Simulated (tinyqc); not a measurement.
Inside a calculation. Model: dopants and charged point defects at anneal temperature: Fermi-level effect, clustering and pairing. Computed by tinyqc, a small Python program that keeps every step. Command: `OMP_NUM_THREADS=1 python tinyqc.py 3007012 3007013 out.jsonl pairing walk`. One thread of a shared host (Intel(R) Xeon(R) Processor @ 2.30GHz), about 0.02 s of CPU time with the checks. Intermediate numbers are printed to about 6 digits and carried at full precision; extremes and crossings named in words are read from the listed rows.

Boltzmann statistics and full ionisation of active dopants. Energies are counted from the valence band; the defect (a vacancy or self-interstitial) has five charge states, with all degeneracy factors one.

Inputs (values chosen for the exercise, with bands modelled on germanium):
```
quantity,value,unit
gap at 0 K E_g0,0.742,eV
Varshni alpha,0.00046,eV/K
Varshni beta,243,K
electron mass m_e,0.212,m_0
valleys M_c,4,-
hole mass m_h,0.345,m_0
anneal temperature T,780,K
total dopant density N,1e+20,cm^-3
formation enthalpy of the neutral defect H_f,2.62,eV
formation entropy S_f,4.6,k_B
site density N_s,4e+22,cm^-3
intrinsic dopant diffusivity D_i,1.3e-14,cm^2/s
anneal time t,1000,s
dopant atoms per cluster k,4,-
cluster binding energy E_b,1.37,eV
```

Dopant: donor. Second part: clustering of the dopant.

defect levels as fractions of E_g(T): (2+/+), (+/0), (0/-), (-/2-): [0.097, 0.17, 0.62, 0.69]

Constants: m_0 = 9.1093837015e-31 kg; k_B = 1.380649e-23 J/K; h = 6.62607015e-34 J s; k_B = 8.617333262e-05 eV/K.

## The host at the anneal temperature

E_g = E_g0 - alpha T^2/(T + beta). N_c = 2 M_c (2 pi m_e k_B T/h^2)^(3/2) and N_v = 2 (2 pi m_h k_B T/h^2)^(3/2), masses in units of m_0. n_i = sqrt(N_c N_v) exp(-E_g/2 k_B T); E_i = E_g/2 + (k_B T/2) ln(N_v/N_c).

E_g = 0.468428 eV

k_B T = 0.0672152 eV

n_i = 9.07531e+17 cm^-3

E_i = 0.212172 eV

effective density of states N_b of the majority band = 4.10767e+19 cm^-3

## Active and clustered dopant

n = A/2 + sqrt(A^2/4 + n_i^2) for an active density A. k ionised dopants and k carriers form one neutral cluster: C = N_s (A/N_s)^k (n/N_b)^k exp(E_b/k_B T), N_b the effective density of states of the majority band, and N = A + k C (60 bisections in ln A between ln N - 90 and ln N).

active density A = 3.75925e+19 cm^-3

clusters C = 1.56019e+19 cm^-3

active share = 0.375925

62 % of the dopant is lost to clusters.

## Carrier density and Fermi level

chi = n/n_i (for acceptors n_i/p); E_F = E_i + k_B T ln chi; field enhancement h = 1 + A/sqrt(A^2 + 4 n_i^2).

n = 3.76144e+19 cm^-3

chi = 41.4470

E_F = 0.462510 eV

field enhancement h = 1.99884

The doping is 41.4 n_i: extrinsic conditions.

## Charged defects

C_0 = N_s exp(S_f/k_B) exp(-H_f/k_B T). Ratios to the neutral state at E_F = E_i: r_+ = exp((E(+/0) - E_i)/k_B T), r_2+ = r_+ exp((E(2+/+) - E_i)/k_B T), r_- = exp((E_i - E(0/-))/k_B T), r_2- = r_- exp((E_i - E(-/2-))/k_B T); at other E_F state q scales as chi^(-q). The enhancement is sum r_q chi^(-q)/sum r_q. The charge on the defects is left out of neutrality.

neutral defects C_0 = 4.69169e+07 cm^-3

Charge states:
```
state,ratio r,intrinsic (cm^-3),doped (cm^-3)
2+,0.01165,5.46565e+05,3.18168e+02
+,0.13920,6.53067e+06,1.57567e+05
0,1.00000,4.69169e+07,4.69169e+07
-,0.31217,1.46459e+07,6.07027e+08
2-,0.05983,2.80697e+06,4.82195e+09
```

all defects, doped = 5.47605e+09 cm^-3

enhancement over intrinsic = 76.6450

mean charge = -1.87193 e

Doping leaves the neutral state alone and multiplies the total by 76.6; the most common state is 2- (in intrinsic material 0).

## Dopant diffusivity

If every charge state of the defect carries the dopant equally well, D = D_i x enhancement x h x (active share A/N, a rough stand-in that overstates the dA/dN which immobile clusters call for), D_i being an input held fixed when T or H_f is moved; diffusion length 2 sqrt(D t).

effective diffusivity D = 7.48696e-13 cm^2/s

D/D_i = 57.5920

diffusion length = 547.246 nm

## Against doping

chi = n/n_i; h = 1 + A/sqrt(A^2 + 4 n_i^2); the dopant diffusivity over its intrinsic value is D/D_i = enhancement x h x A/N, if every charge state carries the dopant equally well.

Trend at the anneal temperature:
```
N (cm^-3),active A (cm^-3),chi,defect enhancement,mean charge,D/D_i
2.70e+16,2.70000e+16,1.0150,1.0027,-0.18361,1.0176
8.30e+16,8.30000e+16,1.0468,1.0086,-0.19769,1.0547
2.50e+17,2.50000e+17,1.1472,1.0290,-0.24029,1.1694
7.70e+17,7.70000e+17,1.5105,1.1198,-0.37657,1.5571
2.30e+18,2.30000e+18,2.8814,1.6062,-0.75302,2.8670
7.10e+18,7.09989e+18,7.9491,4.7803,-1.37707,9.4115
2.20e+19,2.13270e+19,23.5425,27.2616,-1.77437,52.7602
6.60e+19,3.45100e+19,38.0525,65.3474,-1.86042,68.2903
2.00e+20,4.22163e+19,46.5393,95.2915,-1.88604,40.2100
```

Well below n_i = 9.08e17 cm^-3 chi and the enhancement are near 1. At any doping d ln(enhancement)/d ln chi equals minus the mean charge, which goes from -0.18 to -1.89 over the rows. Clustering bends A over: its exponent in N falls to 0.18, towards 1/(2k) = 0.125, and D/D_i peaks at N = 6.6e19 cm^-3. Rows with carriers above N_b lie beyond Boltzmann statistics.

## Activation against anneal temperature

The formulas are those given above.

Equilibrium activation:
```
T (K),n_i (cm^-3),active A (cm^-3),clusters C (cm^-3),active share
470,8.45416e+15,5.04894e+18,2.37378e+19,0.050489
550,4.44601e+16,1.04310e+19,2.23922e+19,0.104310
620,1.37609e+17,1.69970e+19,2.07507e+19,0.169970
700,3.89091e+17,2.64482e+19,1.83879e+19,0.264482
780,9.07531e+17,3.75925e+19,1.56019e+19,0.375925
860,1.83834e+18,4.98632e+19,1.25342e+19,0.498632
940,3.34713e+18,6.25227e+19,9.36931e+18,0.625227
```

The active share goes from 0.0505 at 470 K to 0.625 at 940 K, so a layer activated by a hot, short anneal is metastable and deactivates in later, cooler steps if the dopant can move. Over the first three rows, where most dopant is clustered, a fit of ln A rises with slope 0.203 eV against -1/k_B T, near E_b/(2k) = 0.171 eV plus 0.75 k_B T.

Checks made by the program: conservation of the dopant (relative difference below 1e-10); ratios against Boltzmann factors of formation energies at E_F (relative difference below 1e-10).
